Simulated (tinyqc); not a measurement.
Changing the temperature T: space-charge-limited current through a thin insulating or semi-insulating film with traps. Computed by tinyqc, a small Python program. Command: `OMP_NUM_THREADS=1 python tinyqc.py 3017922 3017923 out.jsonl sclc sweep`. One thread of a shared host (Intel(R) Xeon(R) Processor @ 2.30GHz), about 0.01 s of CPU time with the checks.

One ohmic injecting contact at x = 0 (field zero), drift only, non-degenerate free carriers.

Inputs (values chosen for the exercise, modelled on semi-insulating GaN):
```
quantity,value,unit
permittivity eps,9.7,-
band mobility mu,240,cm^2/(V s)
effective density of states N_c,2.5e+18,1/cm^3
trap density N_t,3.8e+17,1/cm^3
"equilibrium Fermi level below the band edge, E_0",0.87,eV
thickness d,110,nm
"free density at the anode, in units of N_c",3.9e-08,-
characteristic temperature T_c,500,K
```

Traps: exponential tail.

Constants: k_B = 8.617333262e-05 eV/K; e = 1.602176634e-19 C; eps_0 = 8.8541878128e-12 F/m.

Method:
- Free density n_0 = N_c exp(-E_0/k_B T) in equilibrium; trapped density n_t(n) = N_t (n/N_c)^(T/T_c) (the low-temperature form).
- theta = n/(n + n_t) at the anode density; trap-filled-limit voltage V_TFL = e (N_t - n_t(n_0)) d^2/(2 eps eps_0).
- J = e mu n F and (eps eps_0/e) dF/dx = n - n_0 + n_t(n) - n_t(n_0) = rho(n). With F = J/(e mu n): d = (eps eps_0 J/(e^2 mu)) I_1 and V = (eps eps_0 J^2/(e^3 mu^2)) I_2, I_k = int_(n_L)^infinity dn/(n^(k+1) rho(n)), n_L the density at the anode; with u = n_L/n, 200 Gauss-Legendre points in t, u = 1 - (1 - t)^2.
- Anode field J/(e mu n_L); Mott-Gurney current (9/8) eps eps_0 mu V^2/d^3; ohmic current e n_0 mu V/d.

One run for each value:
```
temperature T (K),theta,voltage V (V),current density J (A/cm^2),n_0 (1/cm^3)
200,2.359e-04,7.622e-03,4.453e-03,2.985e-04
236,8.052e-04,2.397e-03,1.372e-03,6.593e-01
271,2.653e-03,7.773e-04,4.365e-04,1.654e+02
307,9.003e-03,2.446e-04,1.348e-04,1.306e+04
343,3.009e-02,7.813e-05,4.230e-05,4.119e+05
379,9.582e-02,2.627e-05,1.396e-05,6.746e+06
414,2.591e-01,1.038e-05,5.422e-06,6.414e+07
450,5.444e-01,5.214e-06,2.684e-06,4.512e+08
```

Over the rows, theta rises from 2.36e-4 to 0.544 (exponent d ln y / d ln x 7.4 between the first rows and 8.9 between the last); voltage V (V) falls from 0.00762 to 5.21e-6 (exponent d ln y / d ln x -7.0 between the first rows and -8.3 between the last); current density J (A/cm^2) falls from 0.00445 to 2.68e-6 (exponent d ln y / d ln x -7.1 between the first rows and -8.4 between the last). The anode density is held fixed; heating frees trapped charge, so less voltage is needed for it.

Caution (all rows): V is below 10 k_B T/e, where diffusion from the contact, left out here, dominates.
